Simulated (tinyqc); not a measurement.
# Doping and voltage from widths and field

Question. In the depletion approximation an abrupt p-n junction has a triangular field: peak E = q Nd xn/(eps0 eps_r) = q Na xp/(eps0 eps_r), W = xn + xp, and Vbi - V = E W/2. Find Nd, Na and Vbi - V.

Parameters, values chosen for the exercise:

| symbol | value | unit | meaning |
|---|---|---|---|
| eps_r | 9.3 |  | relative permittivity |

Constants: q = 1.602176634e-19 C, eps0 = 8.8541878128e-14 F/cm where lengths are in cm. Results are converted to the units shown.

W = 44.332749 nm
peak field = 191.52973 kV/cm
xn = 15.380750 nm

Answer. Gauss's law on each side gives its doping from the peak field and its width; the voltage is the area of the triangle.

Nd = 6.400e17 cm^-3
Na = 3.400e17 cm^-3
Vbi - V = 0.4246 V

tinyqc, about 0.02 s, one thread, Intel Xeon 2.30GHz (shared host): `OMP_NUM_THREADS=1 python tinyqc.py 2000129 2000130 out.jsonl`
